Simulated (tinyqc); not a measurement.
Inside a calculation. Model: CMOS inverter, nodal equation and switching.

Numbers from tinyqc (`OMP_NUM_THREADS=1 python tinyqc.py 2340054 2340055 out.jsonl`; about 0.03 s on one thread of a shared Intel Xeon 2.30GHz). Printed values are rounded.

An n-channel pull-down (bn, VTn) and a p-channel pull-up (bp, VTp) share the input Vin and the output node Vout, which carries the load C. Transistor (EKV form, voltages against the body): I = 2 n b Vt^2 [F(vp - Vs) - F(vp - Vd)] from drain to source, F(v) = ln^2(1 + exp(v/(2 Vt))), vp = (Vg - VT + sg |Vd - Vs|)/n. n-channel bodies are at 0; for the p-channel device all voltages are counted down from Vdd. b in uA/V^2 gives I in uA. Static: In = Ip. Transient: C dVout/dt = Ip - In. No velocity saturation, no gate capacitance beyond C.

Inputs (values chosen for the exercise):

| symbol | value | unit | meaning |
|---|---|---|---|
| T | 350 | K | temperature |
| Vdd | 0.9 | V | supply voltage |
| n | 1.4 |  | slope factor |
| sg | 0.026 |  | drain-induced barrier lowering |
| VTn | 0.29 | V | n-channel threshold |
| VTp | 0.31 | V | p-channel threshold (magnitude) |
| bn | 610 | uA/V^2 | gain factor of the pull-down transistor |
| bp | 300 | uA/V^2 | gain factor of the pull-up transistor |
| C | 0.67 | fF | load capacitance |
| Vin | 0.31 | V | input voltage |
| dt | 0.9 | ps | time step |

Constants: q = 1.602176634e-19 C, kB = 1.380649e-23 J/K, Vt = kB T/q. Results are converted to the units shown.

## Iteration 1: output voltage by Newton steps

Vout at the start = 0.45 V

f = In - Ip at (Vin, Vout); G = df/dVout by a central difference with +/- 1e-6 V; Vout(new) = Vout - f/G.

In = 1.25387 uA
Ip = 9.28146 uA
G = 2.10707 uS
Vout after iteration 1 = 4.25983 V

This step lands outside the rails.

## Iteration 2: output voltage by Newton steps

As before.

In = 4.70992 uA
Ip = -2740.77 uA
G = 1548.94 uS
Vout after iteration 2 = 2.48734 V

The value that enters this step is an overshoot, farther from the solution than the start was, so its intermediate quantities are not physical.

## Course of the iteration: output voltage by Newton steps

Stop when Vout changes by less than 1e-9 V, or after 30 iterations.

Course of the iteration:
```
iteration  Vout (V)  |change| (V)
1           4.25983          3.81
2           2.48734          1.77
3           1.60547         0.882
4           1.17324         0.432
5          0.973301         0.200
6          0.897480        0.0758
7          0.881593        0.0159
8          0.880879       7.14e-4
9          0.880878       1.45e-6
10         0.880878      5.96e-12
```

Converged in 10 iterations. At the end the number of correct digits about doubles with each step. On the way 5 iterate(s) lie more than 5 mV outside the rails, the first at 4.26 V, before the steps return.

## Transfer curve

Vin, point 0 to 10 (V): 0  0.09  0.18  0.27  0.36  0.45  0.54  0.63  0.72  0.81  0.9

For each Vin solve In = Ip; gain = dVout/dVin.

```
point  Vout (V)  supply current (uA)     gain
0      0.899985            0.0026987  -0.0004
1      0.899859             0.021080  -0.0034
2      0.898805              0.14585  -0.0274
3      0.891495              0.78797  -0.1755
4      0.846335               2.9565  -1.2057
5      0.043696               3.2365  -0.9742
6      0.007862               1.1329  -0.1454
7      0.001346              0.27462  -0.0282
8      0.000182             0.047450  -0.0042
9      0.000021            0.0066124  -0.0005
10     0.000002            8.3372e-4  -0.0001
```

The switching point Vin = Vout lies at 0.4060 V, with a gain of -38.4. The current peaks at 3.24 uA among the points, against 0.0027 and 8.3e-4 uA of leakage at the ends.

## Switching point and noise margins

VM solves In = Ip with Vin = Vout. VIL and VIH are the inputs at which the gain is -1; NML = VIL - Vout(VIH), NMH = Vout(VIL) - VIH.

VM = 0.40597 V
gain at VM = -38.435
VIL = 0.35332 V
VIH = 0.44918 V
NML = 0.30881 V
NMH = 0.40449 V

VM lies 44 mV below Vdd/2, and the high margin is the larger one. With both transistors saturated the size of the gain tends to 1/sg = 38.5; here it is 0.070 % below that.

## Step 1: one time step of the falling output

Vout at t = 0 = 0.9 V

The input steps to Vdd at t = 0; I = In - Ip. Trapezoidal rule: V(new) = V - (dt/C)[I(V) + I(V(new))]/2, solved for V(new); 1 ps uA/fF = 1 mV.

I(V) = 87.4162 uA
I(V(new)) = 86.5795 uA
Vout after step 1 = 0.783137 V

## Step 2: one time step of the falling output

As before.

I(V) = 86.5795 uA
I(V(new)) = 85.7543 uA
Vout after step 2 = 0.667391 V

## Delays and energy

For a step input the delay to Vdd/2 is tHL = C times the integral of dV/(In - Ip) from Vdd/2 to Vdd at Vin = Vdd, and tLH likewise with Ip - In from 0 to Vdd/2 at Vin = 0. Energy drawn for one full cycle of the output: C Vdd^2. Leakage power: Vdd times the mean of the supply currents at Vin = 0 and Vdd.

tHL = 3.51621 ps
tLH = 7.62666 ps
energy = 0.5427 fJ
leakage power = 1.58958 nW

Time steps as above cross Vdd/2 at 3.52 ps by linear interpolation, 0.068 % above tHL. tLH/tHL = 2.17, with bn/bp = 2.03.
